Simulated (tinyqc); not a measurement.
Inside a calculation. Model: double-gate transistor, scale length and short-channel effects.

Computed by the program tinyqc: `OMP_NUM_THREADS=1 python tinyqc.py 2420065 2420066 out.jsonl`, one thread of a shared Intel Xeon 2.30GHz, about 0.01 s for the whole run. Printed values are rounded.

A body of thickness ts between two insulators of thickness ti and two tied gates. Below threshold the potential that source and drain add obeys Laplace's equation and vanishes on the gate. Its lowest mode decays along the channel as exp(-k y); k is the smallest positive root of the matching condition at the interface, and the scale length is Lambda = pi/k.

Values chosen for this exercise; permittivities: semiconductor close to that of silicon, insulator close to that of silicon nitride: temperature T = 300 K; relative permittivity of the semiconductor eps_r = 11.9; relative permittivity of the insulator ei = 7.28; insulator thickness ti = 2.2 nm; body thickness ts = 3.3 nm; channel length L = 16 nm; potential of the source Vbi = 1 V; potential of the barrier top at threshold sT = 0.52 V; long-channel threshold VTL = 0.28 V; long-channel body factor m = 1; drain voltage Vds = 0.6 V.

Constants: q = 1.602176634e-19 C, kB = 1.380649e-23 J/K, Vt = kB T/q. Results are converted to the units shown.

## Scan of the matching condition

k, point 0 to 7 (1/nm): 0.065  0.13  0.195  0.26  0.325  0.39  0.455  0.52

f(k) = ei cos(k ti) cos(k ts/2) - eps_r sin(k ti) sin(k ts/2).

f(k), point 0 to 7: 6.98275  6.10962  4.71526  2.88701  0.73937  -1.59304  -3.96394  -6.22445

The first change of sign lies between k = 0.325 and 0.39 1/nm.

## Iteration 1: decay constant by Newton steps

k at the start = 0.325 1/nm

f(k) = ei cos(k ti) cos(k ts/2) - eps_r sin(k ti) sin(k ts/2); f' by a central difference with +/- 1e-5 1/nm; k(new) = k - f/f'.

f = 0.739369
f' = -34.8266 nm
k after iteration 1 = 0.346230 1/nm

## Iteration 2: decay constant by Newton steps

As before.

f = -0.00907426
f' = -35.6419 nm
k after iteration 2 = 0.345975 1/nm

## Course of the iteration: decay constant by Newton steps

Stop when k changes by less than 1e-10 1/nm, or after 30 iterations.

Course of the iteration:
```
iteration  k (1/nm)  |change| (1/nm)
1          0.346230           0.0212
2          0.345975          2.55e-4
3          0.345975          2.99e-8
4          0.345975          < 1e-14
```

Converged in 4 iterations. The change falls from 0.021 in the first iteration to below the tolerance in the last.

## Scale length against simple estimates

k = 0.345975 1/nm

Lambda = pi/k and l = 1/k. A parabolic potential across the structure gives l(parabolic) = sqrt((eps_r/(2 ei)) ts ti (1 + ei ts/(4 eps_r ti))).

Lambda = 9.08039 nm
l = 2.89038 nm
l(parabolic) = 2.70091 nm

The parabolic estimate is 6.6 % below l.

## Threshold shift, barrier position and swing

Along the channel psi(y) = s + a exp(y/l) + b exp(-y/l) with psi(0) = Vbi, psi(L) = Vbi + Vds and l = 1/k = Lambda/pi; with A = Vbi - s, B = A + Vds, x = exp(-L/l): a = (B - A x) x/(1 - x^2), b = (A - B x)/(1 - x^2). The minimum is s + 2 sqrt(a b), at y = (l/2) ln(b/a). The long-channel potential follows the gate as s = sT + (Vg - VTL)/m, and the threshold VT is the gate voltage at which the minimum equals sT. Swing = m Vt ln 10/g at threshold, g = d(minimum)/ds = 1 - (b x + a)/((1 + x) sqrt(a b)).

s at threshold = 0.416089 V
a = 0.00466012 V
b = 0.579251 V
position of the minimum = 6.96971 nm
VT = 0.176089 V
swing = 68.6689 mV/decade

The threshold lies 104 mV below the long-channel value, and the barrier top sits at 0.44 L from the source.
